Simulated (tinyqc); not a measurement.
Growth of a silicide layer between metal and silicon: linear-parabolic kinetics, ramp anneals and Kissinger analysis. From one set of inputs to another, one input at a time. Computed by tinyqc, a small Python program. Command: `OMP_NUM_THREADS=1 python tinyqc.py 3018243 3018244 out.jsonl silicide ladder`. One thread of a shared host (Intel(R) Xeon(R) Processor @ 2.30GHz), about 0.1 s of CPU time with the checks.

One compound layer of thickness x grows by diffusion through itself and reaction at an interface, dx/dt = 1/(2x/K + 1/v), until the metal is used up at x = a h.

The inputs printed are set A. Set A is modelled on CoSi; the values taken over come from a set modelled on Ni2Si. Inputs not listed in the table keep their values of set A, so the rows need not describe a real material.

Inputs (values chosen for the exercise, modelled on CoSi): metal thickness h = 18 nm; silicide formed per metal thickness a = 2.02; prefactor of the parabolic constant K = 3.9e+13 nm^2/s; activation energy E of K = 1.9 eV; prefactor of the interface velocity v = 1.3e+15 nm/s; activation energy E_v = 2.09 eV; temperature T = 450 C; time t = 37 s; ramp rate beta = 10 C/s.

Constants: k_B = 8.617333262e-05 eV/K.

Method:
- The silicide ends at the thickness a h.
- K = K0 exp(-E/(k_B T)), v = v0 exp(-E_v/(k_B T)).
- Temperatures in kelvin are T(C) + 273.15.
- x^2/K + x/v = t, so x = (K/(2v)) [sqrt(1 + 4 v^2 t/K) - 1], capped at a h; completion time t_c = (a h)^2/K + a h/v, a h being the final thickness; crossover thickness K/v.
- Ramp from x = 0 at 100 C at the rate beta: dx/dT = (1/beta)/(2x/K + 1/v), integrated adaptively (tolerance 1e-9) until x = a h at T_f.

Each row keeps all changes above it:
```
input moved                                                                                from             to  completion time (s)  completion temperature T_f (C)  crossover thickness (nm)
set A                                                                                         -              -            6.014e+02                           599.7                 6.328e-01
prefactor of the parabolic constant K (nm^2/s) and activation energy E of K (eV)   3.9e+13, 1.9  3.1e+15, 1.55            1.031e+01                           484.6                 1.383e+04
metal thickness h (nm)                                                                       18             77            4.450e+01                           518.9                 1.383e+04
time t (s)                                                                                   37            240            4.450e+01                           518.9                 1.383e+04
prefactor of the interface velocity v (nm/s) and activation energy E_v (eV)       1.3e+15, 2.09  1.8e+16, 1.71            5.021e-01                           407.4                 2.245e+00
temperature T (C)                                                                           450            280            1.067e+03                           407.4                 4.941e+00
```

Completion time goes from 601 to 1070, a factor 1.77 in all. The largest single move comes from temperature T (a factor 2120), and prefactor of the interface velocity v with activation energy E_v works against it (a factor 0.0113). Completion temperature T_f goes from 600 to 407, a factor 0.679 in all. The largest single move comes from prefactor of the interface velocity v with activation energy E_v (a factor 0.785), and metal thickness h works against it (a factor 1.07). Crossover thickness goes from 0.633 to 4.94, a factor 7.81 in all. The largest single move comes from prefactor of the parabolic constant K with activation energy E of K (a factor 21900), and prefactor of the interface velocity v with activation energy E_v works against it (a factor 1.62e-4). The single moves hold for this order of the switches; the total does not depend on the order.

Extremes, crossings and ranges named in words are read from the listed rows.
